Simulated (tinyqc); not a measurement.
Schottky diode by thermionic emission with image-force lowering and series resistance: one step of the calculation.

Metal on an n-type semiconductor with one parabolic valley; V > 0 is forward bias (metal positive). I = I0 [exp(Vj/(n Vt)) - 1] with Vj = V - I Rs; I0 = S A* T^2 exp(-(phi - dphi)/Vt), the lowering dphi taken at zero bias.

Task. Current and small-signal resistance. I = I0 [exp(Vj/(n Vt)) - 1], dV/dI = Rs + n Vt/(I + I0).

Values chosen for this exercise; band and dielectric values close to those of cadmium telluride: temperature T = 250 K; ideality factor n = 1.08; series resistance Rs = 43 ohm.

Constants: q = 1.602176634e-19 C, kB = 1.380649e-23 J/K, Vt = kB T/q. Results are converted to the units shown.

I0 = 3.0313672e-8 A
converged Vj = 0.28951522 V

Wanted: I; drop over Rs; dV/dI.

Result.

I = 7.6857 mA
drop over Rs = 0.33048 V
dV/dI = 46.027 ohm

tinyqc, about 0.01 s, one thread, Intel Xeon 2.30GHz (shared host): `OMP_NUM_THREADS=1 python tinyqc.py 2640140 2640141 out.jsonl`
